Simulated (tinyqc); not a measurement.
# p-n diode with diffusion and depletion-layer recombination: effects of single changes

Abrupt junction in the depletion approximation, low injection, full ionisation, neutral widths fixed, ohmic contact on the p side. Vj is the junction voltage; where a series resistance Rs is given, V = Vj + J Rs is the terminal voltage.

Inputs (values chosen for the exercise); band and dielectric values close to those of silicon:
- T = 300 K (temperature)
- Eg = 1.14 eV (band gap)
- eps_r = 11.9 (relative permittivity)
- Nc = 2.78e19 cm^-3 (conduction-band density of states at T)
- Nv = 2.65e19 cm^-3 (valence-band density of states at T)
- Na = 2e16 cm^-3 (acceptor density)
- Nd = 3e16 cm^-3 (donor density)
- mun = 850 cm^2/(V s) (electron mobility in the p side)
- mup = 370 cm^2/(V s) (hole mobility in the n side)
- tn = 2e-9 s (electron lifetime)
- tp = 6e-9 s (hole lifetime)
- wp = 33 um (neutral width of the p side)
- wn = 1 um (neutral width of the n side)
- Sp = 1e7 cm/s (recombination velocity at the n contact)
- Rs = 0.0011 ohm cm^2 (series resistance)
- Et = 0 eV (trap level above the intrinsic level)
- Vj = 0.47 V (junction voltage at which recombination is evaluated)

Constants: q = 1.602176634e-19 C, kB = 1.380649e-23 J/K, Vt = kB T/q, eps0 = 8.8541878128e-14 F/cm where lengths are in cm. Results are converted to the units shown.

Each table varies one quantity; the others keep the values above.

## Currents and ideality against junction voltage

ni = sqrt(Nc Nv) exp(-Eg/(2 Vt)), Eg in volts; D = mu Vt; Ln = sqrt(Dn tn), Lp = sqrt(Dp tp); J0n = q ni^2 Dn coth(wp/Ln)/(Ln Na); J0p = (q ni^2 Dp/(Lp Nd)) (s + tanh(wn/Lp))/(1 + s tanh(wn/Lp)), s = Sp Lp/Dp. J_diff = (J0n + J0p)(exp(Vj/Vt) - 1). Vbi = Vt ln(Na Nd/ni^2), W = sqrt(2 eps0 eps_r (Vbi - Vj)(1/Na + 1/Nd)/q), xp = W Nd/(Na + Nd), xn = W Na/(Na + Nd); u(x) = q Na (x + xp)^2/(2 eps0 eps_r) for x < 0 and Vbi - Vj - q Nd (xn - x)^2/(2 eps0 eps_r) for x > 0; p = Na exp(-u/Vt), n = Nd exp((u - Vbi + Vj)/Vt); U = ni^2 (exp(Vj/Vt) - 1)/(tp (n + ni exp(Et/Vt)) + tn (p + ni exp(-Et/Vt))); J_scr = q times the integral of U from -xp to xn. J = J_diff + J_scr. Ideality = (1/Vt) dVj/d ln J or (1/Vt) dV/d ln J; last column ni^2 exp(Vj/Vt)/N^2.

Currents and ideality against junction voltage:
```
Vj (V),J_diff (A/cm^2),J_scr (A/cm^2),J (A/cm^2),V (V),ideality against Vj,ideality against V,"minority/doping, lighter side"
0.19,1.112e-7,1.299e-5,1.310e-5,0.1900,1.857,1.857,2.023e-10
0.25,1.133e-6,4.467e-5,4.580e-5,0.2500,1.842,1.842,2.060e-9
0.3,7.840e-6,1.250e-4,1.329e-4,0.3000,1.782,1.782,1.425e-8
0.35,5.423e-5,3.523e-4,4.065e-4,0.3500,1.668,1.668,9.859e-8
0.41,5.524e-4,0.001239,0.001791,0.4100,1.457,1.457,1.004e-6
0.46,0.003821,0.003599,0.007420,0.4600,1.274,1.274,6.946e-6
0.52,0.03892,0.01334,0.05226,0.5201,1.122,1.124,7.074e-5
0.57,0.2692,0.04110,0.3103,0.5703,1.057,1.071,4.894e-4
0.62,1.862,0.1303,1.993,0.6222,1.027,1.112,0.003385
```

The ideality against Vj falls from 1.86 to 1.03. Diffusion overtakes recombination in the layer between Vj = 0.41 and 0.46 V. J_scr alone has an ideality of 1.88 between the first two rows and 1.68 between the last two.

## Effect of the recombination velocity at the n contact

Same model as above.

J = J_diff + J_scr.

The same in every row: J0n (A/cm^2) = 4.368e-11; J_scr (A/cm^2) = 0.004465; wn/Lp = 0.4174.

Effect of the recombination velocity at the n contact:
```
Sp (cm/s),J0p (A/cm^2),J_diff (A/cm^2),J_scr/J (%)
1,4.379e-12,0.003779,54.16
10,4.381e-12,0.003779,54.16
100,4.402e-12,0.003781,54.15
1000,4.611e-12,0.003797,54.04
10000,6.513e-12,0.003947,53.08
1e5,1.617e-11,0.004707,48.68
1e6,2.592e-11,0.005473,44.93
1e7,2.786e-11,0.005626,44.25
```

What does the comparison show?

As Sp goes from 1 to 1e7, J0p rises from 4.38e-12 to 2.79e-11 A/cm^2, J_scr stays at 0.00447 A/cm^2 and its share falls from 54.2 to 44.2 %. J0p crosses its long-base value at Sp = Dp/Lp = 39900 cm/s; with wn/Lp = 0.42 the contact changes it by a factor of 6.36 over the table.

Numbers from tinyqc (`OMP_NUM_THREADS=1 python tinyqc.py 2260119 2260120 out.jsonl`; about 0.01 s on one thread of a shared Intel Xeon 2.30GHz).
